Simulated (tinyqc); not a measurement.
# Undoped gate-all-around wire MOSFET, analytic charge model: what changes with what

An undoped round wire of radius R under an insulator shell and a surrounding gate; long channel, electrons only, n = ni exp((psi - V)/Vt) with V the quasi-Fermi potential (0 at the source, Vd at the drain), constant mobility, no quantisation. The radial Poisson equation gives n(r) = n(0)/(1 - (1 - b) r^2/R^2)^2 with b = Q0/(Q + Q0). Q is the electron charge per area of the wire surface.

Inputs (values chosen for the exercise); material values close to those of silicon:
- T = 273 K (temperature)
- Eg = 1.11 eV (band gap)
- eps_r = 11.8 (relative permittivity of the semiconductor)
- Nc = 2.41e19 cm^-3 (conduction-band density of states at T)
- Nv = 2.33e19 cm^-3 (valence-band density of states at T)
- eox = 3.98 (relative permittivity of the gate insulator)
- tox = 1 nm (insulator thickness)
- R = 6 nm (wire radius)
- dphi = 0 V (gate work function less that of the intrinsic body)
- mu = 180 cm^2/(V s) (channel mobility)
- L = 0.1 um (gate length)
- Vd = 1 V (drain voltage)

Constants: q = 1.602176634e-19 C, kB = 1.380649e-23 J/K, Vt = kB T/q, eps0 = 8.8541878128e-14 F/cm where lengths are in cm. Results are converted to the units shown.

Each table varies one quantity; the others keep the values above.

## Effect of the insulator thickness

ni = sqrt(Nc Nv) exp(-Eg/(2 Vt)), Eg in volts; Cox = eps0 eox/(R ln(1 + tox/R)); Q0 = 4 eps0 eps_r Vt/R; V0 = dphi + Vt ln[8 eps0 eps_r Vt/(q ni R^2)]. Q solves Vg - V0 - V = Q/Cox + Vt ln(Q/Q0) + Vt ln(1 + Q/Q0). I = mu (2 pi R/L)[2 Vt (Qs - Qd) + (Qs^2 - Qd^2)/(2 Cox) + Vt Q0 ln((Qd + Q0)/(Qs + Q0))], with Qs at V = 0 and Qd at V = Vd.  I(low) is taken at Vg = 0.26 V, Qs and I(high) at Vg = 1.01 V.

The same in every row: V0 (V) = 0.50939.

Result of one run:

| tox (nm) | I(low) (nA) | Qs(high) (nC/cm^2) | I(high) (uA) |
|---|---|---|---|
| 2.1 | 0.0065121 | 822.79 | 13.894 |

What becomes of these results when the insulator thickness tox is changed from 2.1 to 0.33 nm, all else the same?

Result of the changed run:

| tox (nm) | I(low) (nA) | Qs(high) (nC/cm^2) | I(high) (uA) |
|---|---|---|---|
| 0.33 | 0.0065123 | 3851.3 | 57.337 |

The whole series:

| tox (nm) | I(low) (nA) | Qs(high) (nC/cm^2) | I(high) (uA) |
|---|---|---|---|
| 0.33 | 0.0065123 | 3851.3 | 57.337 |
| 0.48 | 0.0065123 | 2792.0 | 42.816 |
| 0.69 | 0.0065122 | 2049.9 | 32.289 |
| 1 | 0.0065122 | 1501.0 | 24.250 |
| 1.4 | 0.0065121 | 1137.8 | 18.774 |
| 2.1 | 0.0065121 | 822.79 | 13.894 |
| 3 | 0.0065120 | 625.89 | 10.763 |

As tox goes from 0.33 to 3 nm, I(low) stays near 0.00651 nA and I(high) falls from 57.3 to 10.8 uA. On average I(low) is independent of tox and I(high) goes as tox^(-0.76). Below threshold no voltage drops over the insulator in this long-channel model, so its thickness does not matter there. In every row the surface density at the source at the higher gate voltage passes 0.3 Nc, where Boltzmann statistics fail. In every row mu V/L at the higher gate voltage, with V the smaller of Vd and Vg - V0, passes 3e6 cm/s, so velocity saturation would lower the current. In every row the body is thin enough for quantum confinement, left out here, to raise the threshold.

## Output curve

Same model as above.

I = mu (2 pi R/L)[2 Vt (Qs - Qd) + (Qs^2 - Qd^2)/(2 Cox) + Vt Q0 ln((Qd + Q0)/(Qs + Q0))], with Qs at V = 0 and Qd at V = Vd.

In this table Vg = 0.81 V.

Output curve:

| Vd (V) | Qd (nC/cm^2) | Qd/Qs | I (uA) |
|---|---|---|---|
| 0.06 | 649.7 | 0.7762 | 3.024 |
| 0.11 | 500.7 | 0.5982 | 4.973 |
| 0.16 | 360.7 | 0.4310 | 6.431 |
| 0.22 | 210.6 | 0.2516 | 7.586 |
| 0.27 | 108.3 | 0.1294 | 8.120 |
| 0.32 | 38.11 | 0.04554 | 8.357 |
| 0.38 | 5.136 | 0.006136 | 8.429 |
| 0.43 | 0.6621 | 7.911e-4 | 8.436 |
| 0.48 | 0.07985 | 9.540e-5 | 8.437 |

Read the table: what changes, and by how much?

The current rises from 3.02 to 8.44 uA, while the charge at the drain end falls from 0.78 to 9.5e-5 of that at the source. The current first comes within 1 % of its last value at Vd = 0.32 V among the rows. Over the last rows Qd falls by a factor of e for each Vt of drain voltage: the drain end is in weak inversion. In every row the surface density at the source passes 0.3 Nc, where Boltzmann statistics fail. For Vd = 0.22 to 0.48 V mu V/L, with V the smaller of Vd and Vg - V0, passes 3e6 cm/s, so velocity saturation would lower the current. In every row the body is thin enough for quantum confinement, left out here, to raise the threshold.

Program tinyqc, `OMP_NUM_THREADS=1 python tinyqc.py 2460021 2460022 out.jsonl`; Intel Xeon 2.30GHz, shared host, one thread, about 0.02 s.
